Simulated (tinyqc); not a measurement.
# Inputs raised by 10 %, one at a time

Model: shallow acceptor in the spherical model (Baldereschi-Lipari), strong spin-orbit limit. Computed by tinyqc, a small Python program. Command: `OMP_NUM_THREADS=1 python tinyqc.py 3022264 3022265 out.jsonl acceptor sens`. One thread of a shared host (Intel(R) Xeon(R) Processor @ 2.30GHz), about 0.03 s of CPU time with the checks.

The 1S(3/2) state has an s envelope f(r) and a d envelope g(r). In effective units they obey -(f'' + 2f'/r + 2f/r) + mu (g'' + 5g'/r + 3g/r^2) = E f and -(g'' + 2g'/r - 6g/r^2 + 2g/r) + mu (f'' - f'/r) = E g. The cubic term, the split-off band and the central cell are left out.

Inputs (values chosen for the exercise, modelled on GaP):
```
quantity,value,unit
Luttinger gamma_1,4.03,-
Luttinger gamma_2,0.495,-
Luttinger gamma_3,1.26,-
dielectric constant eps,10.9,-
spin-orbit gap Delta_so,81.2,meV
```

Constants: Ry = 13.605693123 eV; a_0 = 0.529177210903 angstrom.

Method:
- Ry* = Ry/(gamma_1 eps^2), a* = a_0 eps gamma_1, mu = (6 gamma_3 + 4 gamma_2)/(5 gamma_1), delta = (gamma_3 - gamma_2)/gamma_1; spherical masses 1/(gamma_1 (1 - mu)) (heavy) and 1/(gamma_1 (1 + mu)) (light).
- Basis: f_i = exp(-zeta_i r), g_i = r exp(-zeta_i r), weight r^2 dr, s = zeta_i + zeta_j. S_ff = 2/s^3, H_ff = zeta_i zeta_j S_ff - 2/s^2; S_gg = 24/s^5, H_gg = 8/s^3 + 24 zeta_i zeta_j/s^5 - 12/s^4; H(f_i, g_j) = mu (6 zeta_i^2/s^4 + 2 zeta_i/s^3); S_fg = 0. Each function is normalised by sqrt(S_ii).
- Large basis: zeta_i = 0.08 x 1.55^(i-1), i = 1..20 in each channel; overlap eigenvalues below 1e-11 are dropped.
- Binding energies are -E Ry*; the mass that fits is E(1S) eps^2/Ry.

Runs:
```
input moved,from,to,1S(3/2) binding energy (meV),2S(3/2) binding energy (meV),d weight of 1S(3/2),heavy-hole mass (m_0)
base run,-,-,35.772,9.772,0.09806,0.47125
Luttinger gamma_1,4.03,4.433,31.098,8.389,0.08057,0.39604
Luttinger gamma_2,0.495,0.5445,36.173,9.910,0.10231,0.48022
Luttinger gamma_3,1.26,1.386,37.407,10.334,0.11485,0.50741
dielectric constant eps,10.9,11.99,29.563,8.076,0.09806,0.47125
```

Exponents ln(y'/y) / ln(x'/x):
```
input,1S(3/2) binding energy,2S(3/2) binding energy,d weight of 1S(3/2),heavy-hole mass
Luttinger gamma_1,-1.469,-1.601,-2.061,-1.824
Luttinger gamma_2,0.117,0.148,0.446,0.198
Luttinger gamma_3,0.469,0.586,1.658,0.776
dielectric constant eps,-2.000,-2.000,0.000,0.000
```

To which inputs is each result most sensitive?

Among the inputs moved here: 1S(3/2) binding energy answers most in size to dielectric constant eps (exponent -2.000), next to Luttinger gamma_1 (-1.469). Its exponent -2.000 in dielectric constant eps: Ry* scales as 1/eps^2. 2S(3/2) binding energy answers most in size to dielectric constant eps (exponent -2.000), next to Luttinger gamma_1 (-1.601). Its exponent -2.000 in dielectric constant eps: Ry* scales as 1/eps^2. d weight of 1S(3/2) answers most in size to Luttinger gamma_1 (exponent -2.061), next to Luttinger gamma_3 (+1.658); its exponent is below 0.0005 for dielectric constant eps. Heavy-hole mass answers most in size to Luttinger gamma_1 (exponent -1.824), next to Luttinger gamma_3 (+0.776); its exponent is below 0.0005 for dielectric constant eps.

Caution (all rows): gamma_3 and gamma_2 differ by more than 0.17 gamma_1: band warping, left out here, adds several per cent to the binding. Caution (all rows): the binding exceeds a fifth of the spin-orbit gap Delta_so, so the split-off band, left out, matters.
